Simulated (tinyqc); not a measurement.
# Thermionic-field emission through a Schottky barrier, WKB: current against forward bias

Metal on an n-type semiconductor with one parabolic valley; V > 0 is forward bias (metal positive). Energies E are counted from the conduction edge of the neutral semiconductor, whose Fermi level lies at -xi; that of the metal lies at -xi - V. The barrier is a parabola of height Vd = phi - xi - V (depletion approximation, no image force).

Nc = 2 (2 pi me m0 kB T/h^2)^1.5 (times 1e-6 for cm^-3); Nd = Nc F12(-xi/Vt), F12(x) = (2/sqrt(pi)) int_0^infinity sqrt(u)/(1 + exp(u - x)) du; E00 = (hbar/2) sqrt(Nd/(me m0 eps0 eps_r)) in SI units (volts). For E < Vd, ln T(E) = -(Vd/E00) [sqrt(1 - y) - y ln((1 + sqrt(1 - y))/sqrt(y))], y = E/Vd; T(E) = 1 above. J = A* T (q/kB) int_0^infinity T(E) N(E) dE, N = ln[(1 + exp((-xi - E)/Vt))/(1 + exp((-xi - V - E)/Vt))], A* = 4 pi q me m0 kB^2/h^3 (times 1e-4 for A/(cm^2 K^2)). The integral is converged to the digits shown; the share over the barrier is that of E > Vd, and 0 means below 1e-6 %. n = (dV/d ln J)/Vt.

Inputs (values chosen for the exercise); band and dielectric values close to those of indium phosphide: temperature T = 300 K; electron mass me = 0.0795 m0; relative permittivity eps_r = 12.3; barrier height seen from the metal phi = 0.44 eV; donor density Nd = 2.1e18 cm^-3.

Constants: q = 1.602176634e-19 C, kB = 1.380649e-23 J/K, eps0 = 8.8541878128e-12 F/m, hbar = 1.054571817e-34 J s, h = 6.62607015e-34 J s, m0 = 9.1093837015e-31 kg, Vt = kB T/q. Results are converted to the units shown.

Current against forward bias:
```
V (V)	J (A/cm^2)	share over the barrier (%)	mean E/Vd	n
0.103	708.5	0.260	0.4448	1.396
0.136	1742	0.384	0.4524	1.437
0.168	4091	0.566	0.4615	1.461
0.201	9734	0.853	0.4729	1.485
0.233	2.225e4	1.29	0.4867	1.511
0.265	5.002e4	1.97	0.5038	1.546
0.298	1.128e5	3.13	0.5264	1.595
0.33	2.414e5	5.04	0.5553	1.664
```

J rises from 709 to 2.41e5 A/cm^2, and n rises from 1.40 to 1.66. The Padovani-Stratton slope is (E00/Vt) coth(E00/Vt) = 1.34; the middle row is 12 % above it.

Range of the model: The depletion approximation, a parabolic band and the neglect of image-force lowering make these currents estimates at high doping.

Program tinyqc, `OMP_NUM_THREADS=1 python tinyqc.py 2640164 2640165 out.jsonl`; Intel Xeon 2.30GHz, shared host, one thread, about 0.05 s.
